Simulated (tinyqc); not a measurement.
# Changing the anneal temperature T_a

Model: solid solubility of a dopant against its melt (retrograde solidus), clustering and the electrically active fraction. Computed by tinyqc, a small Python program. Command: `OMP_NUM_THREADS=1 python tinyqc.py 3015910 3015911 out.jsonl retro sweep`. One thread of a shared host (Intel(R) Xeon(R) Processor @ 2.30GHz), about 0.01 s of CPU time with the checks.

Inputs (values chosen for the exercise): total dopant density N_t = 2.4e+20 1/cm^3; atoms per cluster m = 4; cluster scale N* at 1273 K = 5.7e+20 1/cm^3; activation energy E_b of the cluster scale = 0.49 eV; mobility mu = 40 cm^2/(V s).

Clustering: clusters of m atoms, electrons left out.

Constants: k_B = 8.617333262e-05 eV/K; e = 1.602176634e-19 C.

Method. A highly soluble donor (another dopant than that of the solidus) is limited by clustering. Donors N_a are active, and clusters hold m atoms each: N_t = N_a + m C, m C = N* (N_a/N*)^m, with N*(T) = N*(1273 K) exp[-(E_b/k_B)(1/T - 1/1273)]. Resistivity = 1/(e mu N_a).

One run for each value:
```
anneal temperature T_a (K)  active density N_a (1/cm^3)  active fraction  resistivity (milliohm cm)
850                                           7.851e+19           0.3271                      1.988
950                                           1.229e+20           0.5119                      1.270
1050                                          1.673e+20           0.6969                      0.933
1150                                          2.022e+20           0.8424                      0.772
1250                                          2.229e+20           0.9289                      0.700
1350                                          2.326e+20           0.9693                      0.671
1450                                          2.367e+20           0.9862                      0.659
1550                                          2.384e+20           0.9934                      0.654
```

Over the rows, active density N_a (1/cm^3) rises from 7.85e19 to 2.38e20 (exponent d ln y / d ln x 4.0 between the first rows and 0.11 between the last); active fraction rises from 0.327 to 0.993 (exponent d ln y / d ln x 4.0 between the first rows and 0.11 between the last); resistivity (milliohm cm) falls from 1.99 to 0.654 (exponent d ln y / d ln x -4.0 between the first rows and -0.11 between the last).

Caution (all rows): this clustering law is a generic form; degeneracy and a doping-dependent mobility are left out.
